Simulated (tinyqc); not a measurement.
## Thermal resistances of a two-die stack

Inverse problem. Heat leaves through the lower die only, and the system is linear. Find the resistance R1 from the lower die to the coolant, R2 between the dies, and the rise of the upper die when both are powered.

Inputs (values chosen for the exercise): power of the lower die P1 = 11 W; power of the upper die P2 = 4.6 W.

rises of the lower and upper die with only the lower one powered (K): [8.8, 8.8]
rises of the lower and upper die with only the upper one powered (K): [3.68, 5.75]

Solution. With only the lower die powered no heat crosses R2, so both dies rise by P1 R1; the difference in the second test is P2 R2; rises add.

R1 = 0.800 K/W
R2 = 0.450 K/W
rise of the upper die = 14.6 K

tinyqc, about 0.03 s, one thread, Intel Xeon 2.30GHz (shared host): `OMP_NUM_THREADS=1 python tinyqc.py 2162183 2162184 out.jsonl`
